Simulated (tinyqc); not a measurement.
From one set of inputs to another, one input at a time: thermal stress and diffusional relaxation in a metal film: Coble and Nabarro-Herring creep, cooling and holds. Computed by tinyqc, a small Python program. Command: `OMP_NUM_THREADS=1 python tinyqc.py 3025091 3025092 out.jsonl creep ladder`. One thread of a shared host (Intel(R) Xeon(R) Processor @ 2.30GHz), about 0.1 s of CPU time with the checks.

A thin film on a rigid substrate is stress-free at T0. Tension is positive and the film creeps linearly: d sigma/dt = -M (mismatch) dT/dt - sigma/tau.

The inputs printed are set A. Set A is modelled on copper films on silicon; the values taken over come from a set modelled on gold films on silicon. Inputs not listed in the table keep their values of set A, so the rows need not describe a real material.

Inputs (values chosen for the exercise, modelled on copper films on silicon):
```
quantity                           value        unit
biaxial modulus M                    175         GPa
expansion mismatch                  14.5      1e-6/K
atomic volume Omega                 11.8  angstrom^3
lattice prefactor D0             1.8e-05       m^2/s
lattice energy E                    2.02          eV
boundary prefactor (delta D_b)0  5.2e-15       m^3/s
boundary energy E_b                 1.06          eV
grain size d                        0.73          um
stress-free temperature T0           400           C
hold temperature T                   150           C
hold time t                         0.65           h
cooling rate                           5       C/min
yield stress                         230         MPa
```

Constants: k_B = 1.380649e-23 J/K; k_B = 8.617333262e-05 eV/K.

Method:
- Thermoelastic slope = M x mismatch; sigma_0 = slope x (T0 - T).
- Creep rate per stress: Nabarro-Herring 14 D Omega/(k_B T d^2), Coble (14 pi) delta D_b Omega/(k_B T d^3), with D = D0 exp(-E/(k_B T)), delta D_b = (delta D_b)0 exp(-E_b/(k_B T)); 1/tau = M x (sum of both)/2 (biaxial strain rate is half the uniaxial one).
- Temperatures in kelvin are T(C) + 273.15.
- sigma(t) = sigma_0 exp(-t/tau), relaxed part sigma_0 - sigma(t); the grain size where both mechanisms are equal is pi delta D_b/D.
- Cooling from T0 at the constant rate: d sigma/dT = -slope + sigma/(tau(T) x rate), integrated to 25 C (stiff solver, tolerance 1e-9).
- Effective stress-free temperature T_eff = 25 C + sigma/slope.

Each row keeps all changes above it:
```
input moved                                                                    from              to  relaxation time tau (h)  stress relaxed during the hold (MPa)  stress at 25 C (MPa)
set A                                                                             -               -                    11.27                                  35.6                 529.0
biaxial modulus M (GPa)                                                         175             133                    14.83                                  20.7                 412.8
hold time t (h)                                                                0.65             8.7                    14.83                                 214.0                 412.8
expansion mismatch (1e-6/K)                                                    14.5            11.8                    14.83                                 174.2                 336.0
lattice prefactor D0 (m^2/s) and lattice energy E (eV)                1.8e-05, 2.02   7.3e-06, 1.85                    14.83                                 174.2                 336.0
stress-free temperature T0 (C)                                                  400             350                    14.83                                 139.3                 336.0
boundary prefactor (delta D_b)0 (m^3/s) and boundary energy E_b (eV)  5.2e-15, 1.06  3.1e-16, 0.863                     1.12                                 313.7                 269.9
```

Relaxation time tau goes from 11.3 to 1.12, a factor 0.0994 in all. The largest single move comes from boundary prefactor (delta D_b)0 with boundary energy E_b (a factor 0.0756), and biaxial modulus M works against it (a factor 1.32). Stress relaxed during the hold goes from 35.6 to 314, a factor 8.82 in all. The largest single move comes from hold time t (a factor 10.3), and biaxial modulus M works against it (a factor 0.582). Stress at 25 C goes from 529 to 270, a factor 0.510 in all. The largest single move comes from biaxial modulus M (a factor 0.780). The single moves hold for this order of the switches; the total does not depend on the order.

Caution (all rows): the elastic stress exceeds the yield stress, so dislocation glide would cap it first. Caution (all rows): bulk creep laws overstate relaxation in a bonded film, where the substrate constrains boundary diffusion, and dislocation glide is left out. Caution (all rows): bulk creep laws overstate relaxation in a bonded film, and dislocation glide would cap stresses above the yield stress.

Extremes, crossings and ranges named in words are read from the listed rows.
